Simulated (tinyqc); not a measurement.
Worked calculation (part 2 of 2): RKS/PBE in the 3-21g basis, for H3-, spin multiplicity 1. The basis has no diffuse functions, so it cannot describe the extra electron: this is an exercise in the method, not the real anion. Computed by tinyqc, a small Python program that keeps every step (integrals from PySCF). Command: `OMP_NUM_THREADS=1 python tinyqc.py 24476 24477 out.jsonl` (the two numbers bound the seeds that draw the settings). One thread of a shared host (Intel(R) Xeon(R) Processor @ 2.60GHz), about 2 s of CPU time with the checks.

Geometry (angstrom):

| atom | x | y | z |
|---|---|---|---|
| H | 0.00000 | 0.00000 | 0.00000 |
| H | 0.00000 | 0.00000 | 1.28200 |
| H | 0.00000 | 1.22100 | 0.64100 |

## Convergence

Stop when the energy changes by less than 1e-09 hartree and every element of the error matrix X^T (F D S - S D F) X is below 9e-06.

Course of the cycle:

| iteration | E (hartree) | change | largest element of the error matrix |
|---|---|---|---|
| 1 | 1.3010907 | - | 4.07e-01 |
| 2 | -0.1292611 | -1.43e+00 | 1.66e-01 |
| 3 | -0.7784015 | -6.49e-01 | 1.12e-01 |
| 4 | -1.0953706 | -3.17e-01 | 5.76e-02 |
| 5 | -1.2723979 | -1.77e-01 | 6.41e-02 |
| 6 | -1.3380251 | -6.56e-02 | 7.23e-02 |
| 7 | -1.3961235 | -5.81e-02 | 5.70e-02 |
| 8 | -1.4017373 | -5.61e-03 | 6.32e-02 |
| 9 | -1.4255411 | -2.38e-02 | 6.47e-02 |
| 10 | -1.4190284 | 6.51e-03 | 5.56e-02 |
| 11 | -1.4327189 | -1.37e-02 | 6.68e-02 |
| 12 | -1.4226502 | 1.01e-02 | 5.79e-02 |
| 13 | -1.4351641 | -1.25e-02 | 6.38e-02 |
| 14 | -1.4228934 | 1.23e-02 | 6.14e-02 |
| ... | ... | ... | ... |
| 48 | -1.4233902 | 1.26e-02 | 6.02e-02 |
| 49 | -1.4359453 | -1.26e-02 | 6.33e-02 |
| 50 | -1.4233901 | 1.26e-02 | 6.02e-02 |
| 51 | -1.4359454 | -1.26e-02 | 6.33e-02 |
| 52 | -1.4233901 | 1.26e-02 | 6.02e-02 |
| 53 | -1.4359454 | -1.26e-02 | 6.33e-02 |
| 54 | -1.4233901 | 1.26e-02 | 6.02e-02 |
| 55 | -1.4359454 | -1.26e-02 | 6.33e-02 |
| 56 | -1.4233901 | 1.26e-02 | 6.02e-02 |
| 57 | -1.4359454 | -1.26e-02 | 6.33e-02 |
| 58 | -1.4233901 | 1.26e-02 | 6.02e-02 |
| 59 | -1.4359454 | -1.26e-02 | 6.33e-02 |
| 60 | -1.4233901 | 1.26e-02 | 6.02e-02 |
| 61 | -1.4359454 | -1.26e-02 | 6.33e-02 |

PySCF RKS in the same basis, fine grid = -1.3942701 hartree

Not converged within the cap of 61 iterations: the residual has stopped falling: the iteration swings between two states. Reruns (cap 100 unless said): DIIS 8: not converged; level shift 0.5: converged in 33; atomic densities as start, DIIS 8: not converged; the original settings with a cap of 400: not converged.
